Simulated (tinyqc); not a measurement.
Changing the optical dielectric constant eps_opt: Schottky barrier with interface states (Cowley-Sze model), image lowering and contact resistance. Computed by tinyqc, a small Python program. Command: `OMP_NUM_THREADS=1 python tinyqc.py 3017395 3017396 out.jsonl pinning sweep`. One thread of a shared host (Intel(R) Xeon(R) Processor @ 2.30GHz), about 0.02 s of CPU time with the checks.

An n-type semiconductor under a metal. The barrier lies between the Schottky-Mott limit phi_M - chi and the Bardeen limit E_g - E_n, E_n being the neutrality level of the interface states; the space-charge term of the full Cowley-Sze expression is left out.

Inputs (values chosen for the exercise, with gap, mass and screening modelled on silicon):
```
quantity                                       value   unit
gap E_g                                         1.12     eV
electron affinity chi                           4.12     eV
metal work function phi_M                       4.66     eV
neutrality level E_n above the valence band    0.516     eV
dielectric constant eps_s                       12.1      -
electron mass m_e                              0.336    m_0
valleys M_c                                        6      -
donor density N                              2.9e+17  cm^-3
temperature T                                    425      K
reverse bias V_r                                   3      V
```

Pinning factor from: Moench relation.

Constants: k_B = 8.617333262e-05 eV/K; m_0 = 9.1093837015e-31 kg; k_B = 1.380649e-23 J/K; h = 6.62607015e-34 J s; eps_0 = 8.8541878128e-12 F/m; e = 1.602176634e-19 C.

Method:
- S = 1/(1 + 0.1 (eps_opt - 1)^2), an empirical relation for metal-induced gap states.
- phi_B = S (phi_M - chi) + (1 - S)(E_g - E_n); the hole barrier is E_g - phi_B.
- N_c = 2 M_c (2 pi m_e k_B T/h^2)^(3/2); xi = E_c - E_F solves N = N_c F_1/2(-xi/k_B T) (bisection; full ionisation).
- F_1/2(eta) = (2/sqrt(pi)) int_0^infinity sqrt(x)/(1 + exp(x - eta)) dx, by the trapezoid rule in t = sqrt(x) with step 0.02 up to t = 12 (for eta < -12 by exp(eta) - exp(2 eta)/2^(3/2)).
- V_bi = phi_B - xi; W = sqrt(2 eps_s eps_0 (V_bi + V_r - k_B T/e)/(e N)); field at the metal E_m = e N W/(eps_s eps_0); image lowering sqrt(e E_m/(4 pi eps_s eps_0)).
- A* = 4 pi e m_e M_c k_B^2/h^3 (a simple valley count); J_s = A* T^2 exp(-phi/k_B T).
- J_0 uses phi_B; the reverse current uses phi_B less the image lowering, times 1 - exp(-V_r/k_B T).

One run for each value:
```
optical dielectric constant eps_opt  pinning factor S  barrier phi_B (eV)  J_0 (A/cm^2)
2.0                                           0.90909             0.54582        14.743
2.7                                           0.77580             0.55435        11.680
3.6                                           0.59666             0.56581         8.541
4.9                                           0.39667             0.57861         6.022
6.6                                           0.24178             0.58853         4.594
8.8                                           0.14116             0.59497         3.853
12.0                                          0.07634             0.59911         3.440
16.0                                          0.04255             0.60128         3.243
```

What does the table show, and why?

Over the rows, pinning factor S falls from 0.909 to 0.0426 (exponent d ln y / d ln x -0.53 between the first rows and -2.0 between the last); barrier phi_B (eV) rises from 0.546 to 0.601 (exponent d ln y / d ln x 0.052 between the first rows and 0.013 between the last); J_0 (A/cm^2) falls from 14.7 to 3.24 (exponent d ln y / d ln x -0.78 between the first rows and -0.21 between the last). In this relation a more polarisable host pins more strongly; the gap and E_n are held here, though in real series they change with eps_opt.

Caution (all rows): the field is near breakdown.
